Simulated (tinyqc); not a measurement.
From results back to parameters: free and nearly free electrons in a metal. Three cases, with inputs chosen for the exercise.

Problem. A free-electron metal with 4 atoms in the cubic cell and z electrons an atom has EF = c kF^2/m, (hbar omega_p)^2 = 8 pi c (e^2/(4 pi eps0)) n/m and kF = (3 pi^2 n)^(1/3), c = hbar^2/2m0.

Constants: hbar^2/2m0 = 3.80998211 eV angstrom^2; e^2/(4 pi eps0) = 14.39964547 eV angstrom.

Case 1.

Values chosen (out of a larger set: near those of Co, whose d bands this model ignores; not measured data): a = 3.511 angstrom (fcc lattice constant).

EF = 11.83228 eV
hbar omega_p = 15.96453 eV

Case 2.

Values chosen (out of a larger set: near those of Al; not measured data): a = 4.079 angstrom (fcc lattice constant).

EF = 11.48728 eV
hbar omega_p = 15.61411 eV

Case 3.

Values chosen (out of a larger set: near those of Co, whose d bands this model ignores; not measured data): a = 3.54 angstrom (fcc lattice constant).

EF = 11.63922 eV
hbar omega_p = 15.76875 eV

Find: kF; m; z.

Solution. (hbar omega_p)^2/EF = (8/(3 pi)) (e^2/(4 pi eps0)) kF gives kF; EF then gives m, and n = kF^3/(3 pi^2) gives z.

Case 1.

kF = 1.7623 1/angstrom
m = 1.00 m0
z = 2.00

Case 2.

kF = 1.7364 1/angstrom
m = 1.00 m0
z = 3.00

Case 3.

kF = 1.7478 1/angstrom
m = 1.00 m0
z = 2.00

Computed by tinyqc, one run a case: `OMP_NUM_THREADS=1 python tinyqc.py N N+1 out.jsonl` with N = 1651263, 1651270, 1651325; one thread of a shared Intel(R) Xeon(R) Processor @ 2.30GHz, about 0.01 s a run at most.
